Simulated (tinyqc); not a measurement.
# Pressure-driven transition between two phases with analytic equations of state, step by step

A worked calculation. Computed by tinyqc, a small Python program that keeps every step. Command: `OMP_NUM_THREADS=1 python tinyqc.py 3004099 3004100 out.jsonl transition walk`. One thread of a shared host (Intel(R) Xeon(R) Processor @ 2.30GHz), about 0.07 s of CPU time with the checks. Intermediate numbers are printed to about 5 digits and carried at full precision; extremes and crossings named in words are read from the listed rows.

Each phase obeys E = E0 + (B0 V/B') [(V0/V)^B'/(B' - 1) + 1] - B0 V0/(B' - 1), P = (B0/B') [(V0/V)^B' - 1]; E0 = 0 for phase 1 and Delta E0 for phase 2. H = E + P V.

Inputs (values chosen for the exercise, for two model phases):

| quantity | value | unit |
|---|---|---|
| volume V0 of phase 1 | 30.7 | angstrom^3/atom |
| B0 of phase 1 | 60.1 | GPa |
| B' of phase 1 | 3.8 | - |
| volume V0 of phase 2 | 27.7 | angstrom^3/atom |
| B0 of phase 2 | 55.1 | GPa |
| B' of phase 2 | 3.46 | - |
| energy of phase 2 above phase 1, Delta E0 | 0.27 | eV/atom |
| entropy of phase 2 less phase 1, Delta S | 0.4 | k_B/atom |
| temperature T | 300 | K |

Equation of state: Murnaghan.

Constants: 1 eV/angstrom^3 = 160.2176634 GPa; k_B = 8.617333262e-05 eV/K.

## First estimate from rigid phases

If neither phase were compressed, P = Delta E0/(V0 of phase 1 - V0 of phase 2).

rigid estimate = 14.420 GPa

## One Newton step

At the estimate, solve P(V) = P for each phase, form H, and step P(new) = P - (H_2 - H_1)/(V_2 - V_1), since dH/dP = V.

V_1 = 25.887 angstrom^3

H_1 = 2.5171 eV

V_2 = 22.991 angstrom^3

H_2 = 2.5220 eV

next pressure = 14.689 GPa

## Transition pressure at zero temperature

Start from P = Delta E0/(V0 of phase 1 - V0 of phase 2); at each P solve P(V) = P for both phases and step P(new) = P - (H_2 - H_1)/(V_2 - V_1); stop when |H_2 - H_1| < 1e-10 eV. At the zero-temperature transition the volume change is V_2/V_1 - 1 and the work is P (V_1 - V_2).

Iterations:

| step | P (GPa) | V_1 (angstrom^3) | V_2 (angstrom^3) | H_2 - H_1 (meV) |
|---|---|---|---|---|
| 0 | 14.420 | 25.887 | 22.991 | 4.8714e+00 |
| 1 | 14.689 | 25.826 | 22.932 | 1.4331e-03 |
| 2 | 14.689 | 25.826 | 22.932 | 0 |

transition pressure = 14.689 GPa

V_1 at the transition = 25.826 angstrom^3

V_2 at the transition = 22.932 angstrom^3

volume change = -11.207 %

work P (V_1 - V_2) = 0.26536 eV/atom

The rigid estimate is low by 1.8 %: phase 1 shrinks faster than phase 2, so the volume gain narrows under pressure. Caution: the pressure is a large share of B0, where the result depends on the form of the equation of state.

## Enthalpies against pressure

For each P solve P(V) = P in both phases.

Both phases:

| P (GPa) | V_1 (angstrom^3) | V_2 (angstrom^3) | H_2 - H_1 (meV/atom) | stable |
|---|---|---|---|---|
| 0.0 | 30.700 | 27.700 | 270.00 | phase 1 |
| 3.7 | 29.048 | 26.077 | 201.06 | phase 1 |
| 7.3 | 27.782 | 24.838 | 134.61 | phase 1 |
| 11.0 | 26.718 | 23.799 | 66.92 | phase 1 |
| 14.0 | 25.982 | 23.083 | 12.46 | phase 1 |
| 16.0 | 25.542 | 22.656 | -23.65 | phase 2 |
| 19.0 | 24.944 | 22.075 | -77.52 | phase 2 |
| 24.0 | 24.078 | 21.238 | -166.58 | phase 2 |

H_2 - H_1 changes with slope V_2 - V_1, from -3.000 to -2.840 angstrom^3 per atom over the table, and passes zero at 14.69 GPa. An error of 10 meV per atom in Delta E0 moves the transition by about 0.55 GPa.

## Shift with temperature

At T the condition is H_2 - H_1 - T Delta S = 0, with Delta S constant and thermal expansion left out; the Clausius-Clapeyron slope is dP/dT = Delta S/(V_2 - V_1) at the zero-temperature point.

Clapeyron slope = -1.9081 MPa/K

transition pressure at T = 14.117 GPa

linear estimate at T = 14.117 GPa

The dense phase has the higher entropy, so heating lowers the transition pressure. Caution: a constant Delta S holds only at high temperature; it vanishes as T goes to 0, so the shift counted from T = 0 is somewhat too large.

Checks made by the program: slope of the common tangent, -(E_2 - E_1)/(V_2 - V_1) (relative difference below 1e-10).
